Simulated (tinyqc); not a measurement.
Shortcuts against the integral: sheet resistance and Hall data of a diffused or implanted layer. Computed by tinyqc, a small Python program. Command: `OMP_NUM_THREADS=1 python tinyqc.py 3006028 3006029 out.jsonl layer walk`. One thread of a shared host (Intel(R) Xeon(R) Processor @ 2.30GHz), about 0.01 s of CPU time with the checks.

Carriers are taken equal to the net active doping down to the junction (full ionisation, which deep dopants in wide-gap hosts do not reach; no spill-over, no depletion), and the Hall factor is 1.

Inputs (values chosen for the exercise, modelled on arsenic in silicon):

| quantity | value | unit |
|---|---|---|
| mu_min | 54.2 | cm^2/(V s) |
| mu_max | 1400 | cm^2/(V s) |
| N_ref | 9.1e+16 | 1/cm^3 |
| exponent alpha | 0.7 | - |
| peak concentration N_0 | 1.5e+19 | 1/cm^3 |
| length scale l | 280 | nm |
| background doping N_B (opposite type) | 4.1e+15 | 1/cm^3 |
| projected range R_p | 800 | nm |

Profile: buried Gaussian (implant). Activation: complete.

Constants: e = 1.602176634e-19 C.

Method:
- N(x) = N_0 exp(-(x - R_p)^2/(2 l^2)) for x > 0, dose N_0 l sqrt(pi/2) erfc(-R_p/(l sqrt 2)), junction x_j = R_p + l sqrt(2 ln(N_0/N_B)); the layer starts at x_0 = max(0, 2 R_p - x_j).
- Mobility mu = mu_min + (mu_max - mu_min)/(1 + (N_t/N_ref)^alpha), N_t = active doping + N_B; carriers n = active doping - N_B, all dopants active.
- Integrals from x_0 (0 unless stated) to x_j by the midpoint rule on 400 even intervals: 1/R_s = e int n mu dx; sheet density n_s = int n dx; Hall sheet density (int n mu dx)^2/int n mu^2 dx; Hall mobility int n mu^2 dx/int n mu dx.
- Mean conductivity 1/(R_s x_j); mean mobility 1/(e n_s R_s).
- Shortcuts: R_s = 1/(e Q mu) with the dose Q and the mobility at the (active) peak concentration; 1/(e n_s mu) with mu at N_t = n_s/x_j + N_B; 1/(e Q mu_max).

sheet resistance R_s = 52.9992 ohm

dose = 1.05053e+15 1/cm^2

sheet density n_s = 1.04971e+15 1/cm^2

junction depth x_j = 1934.25 nm

Sheet resistances:

| method | R_s (ohm) | deviation (%) |
|---|---|---|
| integral | 52.999 | 0.000 |
| dose, mobility at the peak | 65.343 | 23.292 |
| n_s, mobility at the mean concentration | 46.841 | -11.619 |
| dose, mu_max | 4.244 | -91.993 |

What does the comparison show, and why?

The closest shortcut is «n_s, mobility at the mean concentration» (-11.6 %). The peak mobility is the lowest in the layer, so with full activation it overestimates R_s.

Extremes, crossings and ranges named in words are read from the listed rows.
